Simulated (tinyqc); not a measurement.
# Doping from the ideality factor

Inverse problem. For thermionic-field emission over a Schottky barrier the ideality factor is n = u coth(u) with u = E00/Vt and E00 = (hbar/2) sqrt(Nd/(me m0 eps0 eps_r)) in SI units (volts). Find u, E00 and Nd.

Values chosen for this exercise; band and dielectric values close to those of cadmium telluride: temperature T = 300 K; electron mass me = 0.101 m0; relative permittivity eps_r = 10.1.

Constants: q = 1.602176634e-19 C, kB = 1.380649e-23 J/K, eps0 = 8.8541878128e-12 F/m, hbar = 1.054571817e-34 J s, m0 = 9.1093837015e-31 kg, Vt = kB T/q. Results are converted to the units shown.

n = 3.5611547

Answer. u coth(u) rises steadily from 1, so n fixes u; the definition of E00 then gives Nd.

u = 3.555
E00 = 91.91 meV
Nd = 2.500e19 cm^-3

tinyqc, about 0.05 s, one thread, Intel Xeon 2.30GHz (shared host): `OMP_NUM_THREADS=1 python tinyqc.py 2640107 2640108 out.jsonl`
